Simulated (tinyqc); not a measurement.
## Trap density from one capacitance

Question. Traps spread evenly through the insulator exchange electrons with the semiconductor by tunnelling, with tau(x) = t0 exp(2 ka x) at depth x from the interface. The admittance per area Y seen at depth x obeys dY/dx = -Y^2/(i w eps0 eox) + q Nb ln(1 + i w tau)/tau, with Y(0) = i w Cs and w = 2 pi f; the gate sees Y(tox) = G + i w C. Working variable y = Y/(i w), in uF/cm^2. Cox = eps0 eox/tox. Find Nb and G/w.

Parameters, values chosen for the exercise: relative permittivity of the insulator eox = 4.01; insulator thickness tox = 10 nm; semiconductor capacitance in accumulation Cs = 2.8 uF/cm^2; decay constant of the wave function in the insulator ka = 3.5 1/nm; time constant of a trap at the interface t0 = 1e-11 s; frequency f = 10000 Hz.

Constants: q = 1.602176634e-19 C, eps0 = 8.8541878128e-14 F/cm where lengths are in cm. Results are converted to the units shown.

C = 0.33087281 uF/cm^2

Answer. C rises steadily with Nb, so one density matches; in practice ka and t0 must come from the frequency dependence.

Nb = 1.100e19 cm^-3 eV^-1
G/w = 0.002949 uF/cm^2

Computed by the program tinyqc: `OMP_NUM_THREADS=1 python tinyqc.py 2202187 2202188 out.jsonl`, one thread of a shared Intel Xeon 2.30GHz, about 0.6 s for the whole run.
